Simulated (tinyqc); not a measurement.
# Convergence with the mesh in the empty well

In an empty well of width L and depth Vb, level k solves kw L/2 = (k - 1) pi/2 + arctan(sqrt((mw/mb)(Vb - E)/E)) with kw = sqrt(mw E/C), C = hbar^2/(2 m0). Mesh: N intervals across the well, hz = L/N, nodes at (i + 1/2) hz from an edge, mass (mw + mb)/2 on the interval that holds an interface, walls 3 L outside the edges; H_ii = C (1/m_(i-1/2) + 1/m_(i+1/2))/hz^2 + V_i, H_(i,i+1) = -C/(m_(i+1/2) hz^2). No field, no charge.

Inputs (values chosen for the exercise); material values close to those of In0.53Ga0.47As in InAlAs: mass along z in the well mw = 0.0413 m0; mass along z in the barriers mb = 0.0746 m0; barrier height Vb = 0.487 eV; well width L = 16.8 nm.

Constants: q = 1.602176634e-19 C, hbar = 1.054571817e-34 J s, m0 = 9.1093837015e-31 kg, hbar^2/(2 m0) = 0.0380998212 eV nm^2. Results are converted to the units shown.

The same in every row: exact E1 (meV) = 21.700.

Results:
```
N	E1 on the mesh (meV)	error (%)
4	14.542	-33.0
8	18.764	-13.5
32	21.458	-1.12
64	21.638	-0.284
128	21.685	-0.0714
```

Estimate the missing row, N = 16.

Computed row:
```
N	E1 on the mesh (meV)	error (%)
16	20.793	-4.18
```

With this row back in the table: The error goes from -33 % to -0.071 %; between N = 32 and 64 it shrinks by a factor of 3.9, the 4 of a second-order scheme.

tinyqc, about 0.2 s, one thread, Intel Xeon 2.30GHz (shared host): `OMP_NUM_THREADS=1 python tinyqc.py 2140038 2140039 out.jsonl`
